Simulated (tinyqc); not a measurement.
## Narrowing from the saturation current

Inverse problem. A uniform n-type emitter has J0 = (q p0 D/L)(s + tanh(W/L))/(1 + s tanh(W/L)), D = mup Vt, s = S L/D, and p0 = (ni^2/N) exp(dE_app/kB T), where dE_app = dEg + kB T ln[(N/Nc) exp(-eta)]. Find p0, dE_app and dEg.

Inputs (values chosen for the exercise); band and dielectric values close to those of germanium: temperature T = 300 K; conduction-band density of states at 300 K Nc = 1.06e19 cm^-3; ionised donor density N = 1.8e18 cm^-3; minority-hole mobility mup = 120 cm^2/(V s); emitter width W = 850 nm; recombination velocity at the contact S = 2.9e6 cm/s.

Constants: q = 1.602176634e-19 C, kB = 1.380649e-23 J/K, Vt = kB T/q. Results are converted to the units shown.

J0 = 9.5770927e9 fA/cm^2
L = 20352.423 nm
ni = 2.6172969e13 cm^-3
converged eta = -1.7131720

Solution. J0 gives p0, its ratio to ni^2/N gives dE_app, and the degeneracy term is taken off.

p0 = 1.657e9 cm^-3
dE_app = 38.04 meV
dEg = 39.59 meV

tinyqc, about 0.01 s, one thread, Intel Xeon 2.30GHz (shared host): `OMP_NUM_THREADS=1 python tinyqc.py 2330058 2330059 out.jsonl`
